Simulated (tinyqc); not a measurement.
Short-channel transistor, virtual-source model with series resistance: one step of the calculation.

The current per gate width is the charge at the top of the source barrier (the virtual source) times its velocity times a saturation function; al and be are fitting constants of the model. Units: I in uA/um, Rs in ohm um, so I Rs = 1e-6 I Rs in volts; Q in uC/cm^2, so I = 1e-4 Q vx0 Fsat with vx0 in cm/s.

Question. What the series resistance costs. Intrinsic voltages Vg' = Vgs - I Rs, Vd' = Vds - 2 I Rs. n = n0 + nd Vd', VT = VT0 - dl Vd', Ff = 1/(1 + exp((Vg' - VT + al Vt/2)/(al Vt))), Q = Cinv n Vt ln(1 + exp((Vg' - VT + al Vt Ff)/(n Vt))), Vdsat = (vx0 L/mu)(1 - Ff) + Vt Ff, Fsat = u/(1 + u^be)^(1/be) with u = Vd'/Vdsat, and I = Q vx0 Fsat per width. I0 is the current for Rs = 0. Effective velocity I/Q; transit time L Q/I.

Parameters, values chosen for the exercise:
```
symbol,value,unit,meaning
T,300,K,temperature
Cinv,1.64,uF/cm^2,inversion capacitance
vx0,1.85e7,cm/s,velocity at the virtual source
mu,580,cm^2/(V s),apparent mobility
L,12,nm,channel length
VT0,0.296,V,threshold at zero drain voltage
dl,0.03,V/V,drain-induced barrier lowering
n0,1.44,,subthreshold factor
nd,0,1/V,growth of n with drain voltage
al,3.5,,threshold shift (in units of Vt) from weak to strong inversion
be,2,,sharpness of saturation
Rs,30,ohm um,series resistance of each contact
Vgs,0.5,V,gate voltage
Vds,0.05,V,drain voltage
```

Constants: q = 1.602176634e-19 C, kB = 1.380649e-23 J/K, Vt = kB T/q. Results are converted to the units shown.

converged I = 364.56087 uA/um
I0 = 511.82201 uA/um

Give: loss against I0; effective velocity; transit time.

Answer.

loss against I0 = 28.77 %
effective velocity = 1.111e7 cm/s
transit time = 0.1080 ps

Program tinyqc, `OMP_NUM_THREADS=1 python tinyqc.py 2380172 2380173 out.jsonl`; Intel Xeon 2.30GHz, shared host, one thread, about 0.02 s.
